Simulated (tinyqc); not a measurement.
From isolated dopants to a band: overlap of hydrogenic dopants: pairs, impurity band and the Mott density.

Ry* = Ry m/eps^2, aB = a0 eps/m. For 1s orbitals a distance rho = R/aB apart, in Ry*: overlap S = exp(-rho)(1 + rho + rho^2/3), J = (2/rho)(1 - (1 + rho) exp(-2 rho)) (attraction to the other ion), Kx = 2 (1 + rho) exp(-rho) (exchange of one electron). One electron on a pair has E = -1 - (J +/- Kx)/(1 +/- S), without the repulsion 2/rho of the ions. Hopping after orthogonalisation: t = (Kx - S J)/(1 - S^2), half the splitting. Dopants on a lattice with z neighbours, n = (3 sqrt3/4)/R^3 (bcc), give a band of width B = 2 z t, as on any lattice of two interpenetrating sublattices. Valleys, central cells and disorder are left out.

Constants: Ry = 13.60569312 eV; a0 (Bohr radius) = 0.5291772105 angstrom.

Inputs chosen for the exercise (an isotropic mass and dielectric constant of the size used for donors in Ge; not measured data): m = 0.122 m0 (mass); eps = 15.5 (dielectric constant); z = 8 (neighbours in the dopant lattice); u = 1.25 Ry* (cost of a second electron on one dopant).

The distance R/aB is varied; density from the lattice formula.

Against distance:
```
R/aB  n (1/cm^3)  n^(1/3) aB       S  t (meV)  B (meV)    B/u
10.0    4.27e+15       0.109  0.0020   0.0041    0.066  0.008
8.0     8.35e+15       0.136  0.0102   0.0241    0.386  0.045
7.0     1.25e+16       0.156  0.0222   0.0570    0.912  0.106
6.0     1.98e+16       0.182  0.0471   0.1316    2.106  0.244
5.0     3.42e+16       0.218  0.0966   0.2946    4.713  0.546
4.5     4.69e+16       0.242  0.1361   0.4347    6.956  0.805
4.0     6.68e+16       0.273  0.1893   0.6355   10.168  1.177
3.5     9.97e+16       0.312  0.2592   0.9204   14.727  1.705
3.0     1.58e+17       0.364  0.3485   1.3232   21.172  2.451
```

critical densities (1/cm^3): B = u 5.70e+16, B = (2/sqrt3) u 6.55e+16, n^(1/3) aB = 0.26 5.78e+16

What does the comparison show, and why?

From R = 10 to 5 aB the density rises eightfold and the band widens by a factor 72, since t falls about as R exp(-R/aB). B passes u at 5.7e+16/cm^3, n^(1/3) aB = 0.259; the screening rule gives a density 1.01 times that. An ordered lattice overstates the ease of conduction, as random spacing localises the tails, and below R = 4 aB (S above 0.19) nearest-neighbour hopping alone is no longer enough.

Computed by tinyqc, a small Python program: `OMP_NUM_THREADS=1 python tinyqc.py 1481894 1481895 out.jsonl` (the numbers bound the seed that draws the inputs); one thread of a shared host (Intel(R) Xeon(R) Processor @ 2.30GHz), about 0.01 s for the whole set of steps.
